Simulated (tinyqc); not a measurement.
# Gas flow in a process chamber: flow regimes, conductance, effective pumping speed, pump-down, outgassing and purge, step by step

A worked calculation. Computed by tinyqc, a small Python program that keeps every step. Command: `OMP_NUM_THREADS=1 python tinyqc.py 3121337 3121338 out.jsonl pump walk`. One thread of a shared host (Intel(R) Xeon(R) Processor @ 2.30GHz), about 0.07 s of CPU time with the checks. Intermediate numbers are printed to about 6 digits and carried at full precision; extremes and crossings named in words are read from the listed rows.

Ideal gas, isothermal flow, a pump of constant speed at the end of a round pipe; process gas, volume gas and outgassing are given the same properties. 1 sccm = 101325 Pa x 1e-6 m^3/60 s x T/273.15 K.

Inputs (values chosen for the exercise, modelled on hydrogen near room temperature):

| quantity | value | unit |
|---|---|---|
| molar mass M | 2.016 | g/mol |
| molecular diameter | 0.27 | nm |
| viscosity eta | 8.9 | micropascal s |
| temperature T | 300 | K |
| chamber volume V | 290 | L |
| wall area | 2.4 | m^2 |
| pipe diameter d | 4 | cm |
| pipe length l | 32 | cm |
| pump speed S | 10 | L/s |
| process gas flow | 520 | sccm |
| outgassing rate after 1 h | 1.4e-06 | Pa m^3/(s m^2) |
| outgassing exponent n | 0.86 | - |
| starting pressure p0 | 2800 | Pa |
| target base pressure | 0.001 | Pa |

Constants: k_B = 1.380649e-23 J/K; u = 1.6605390666e-27 kg.

## Molecular flow

Mean speed c = sqrt(8 k_B T/(pi m)); aperture conductance C_a = c pi d^2/16; molecular pipe C_m = C_a/(1 + 3 l/(4 d)) (Dushman form); viscous pipe C_v = pi d^4 p_mean/(128 eta l); Knudsen interpolation C = C_v + C_m (1 + x)/(1 + 1.24 x), x = d p_mean sqrt(m/(k_B T))/eta. Effective speed 1/S_eff = 1/S + 1/C_m; time constant V/S_eff; pressure at which the free path k_B T/(sqrt2 pi d_m^2 p) equals d.

mean speed c = 1775.02 m/s

C_a = 557.638 L/s

C_m = 79.6626 L/s

S_eff in molecular flow = 8.88471 L/s

time constant = 32.6404 s

pressure where the free path equals d = 0.319707 Pa

The pipe passes on 89 % of the pump speed.

## Process pressure

Steady flow: the pump inlet is at p_2 = Q/S, and the chamber pressure p_1 solves Q = C((p_1 + p_2)/2) (p_1 - p_2). Residence time = p_1 V/Q. Knudsen number = free path at the mean pressure over d.

throughput Q = 964.470 Pa L/s

p_2 = 96.4470 Pa

chamber pressure p_1 = 96.8860 Pa

conductance C = 2196.91 L/s

residence time = 29.1320 s

Knudsen number = 0.00330732

The flow in the pipe is viscous.

## Purging a well-mixed chamber

With steady flow a contaminant decays as exp(-t/residence time); gas used = flow x time.

time to dilute 1e3 times = 201.237 s

time to dilute 1e6 times = 402.474 s

gas used for 1e6 = 3488.10 standard cm^3

## Pump-down curve

Pump-down: V dp/dt = -S_eff(p) p + q(t) A, with S_eff = S p_2/p, where p_2 solves C((p + p_2)/2) (p - p_2) = S p_2 at each moment, and q(t) = q_1 (1 h/(t + 10 s))^n; integrated adaptively. At long times p = q(t) A/S_eff. S_eff(p) is tabulated at 260 pressures and interpolated in ln p. Comparison columns: p0 exp(-t/time constant) with the molecular S_eff (0 below 1e-26 p0), and the outgassing limit.

Pressure against time:

| t (s) | p (Pa) | S_eff (L/s) | volume gas only (Pa) | outgassing limit (Pa) |
|---|---|---|---|---|
| 0.3 | 2.77119e+03 | 9.99836 | 2.77438e+03 | 5.82205e-02 |
| 1 | 2.70511e+03 | 9.99832 | 2.71552e+03 | 5.50197e-02 |
| 3 | 2.52487e+03 | 9.99821 | 2.55412e+03 | 4.76568e-02 |
| 10 | 1.98350e+03 | 9.99772 | 2.06112e+03 | 3.29026e-02 |
| 30 | 9.95456e+02 | 9.99546 | 1.11685e+03 | 1.81278e-02 |
| 100 | 8.94819e+01 | 9.95100 | 1.30802e+02 | 7.59484e-03 |
| 300 | 1.46027e-01 | 8.84270 | 2.85446e-01 | 3.11563e-03 |
| 1000 | 1.16178e-03 | 8.88396 | 1.38584e-10 | 1.12824e-03 |
| 3600 | 3.80272e-04 | 8.88446 | 0 | 3.77277e-04 |
| 20000 | 8.66278e-05 | 8.88465 | 0 | 8.65055e-05 |
| 100000 | 2.16871e-05 | 8.88469 | 0 | 2.16810e-05 |

From t = 1000 s on the pressure is within 20 % of the outgassing limit, which falls only as (t + 10 s)^-0.86: walls, not volume, set the time to base pressure.

## Time to base pressure

From the outgassing limit: t = 1 h x (q_1 A/(S_eff p_target))^(1/n) - 10 s; monolayer time at the target = 1e19 m^-2 x 4 k_B T/(p c) for unit sticking.

time to the target = 0.320034 h

monolayer time = 0.0933388 s

Checks made by the program: throughput from C and the pressure drop (relative difference 8e-10).
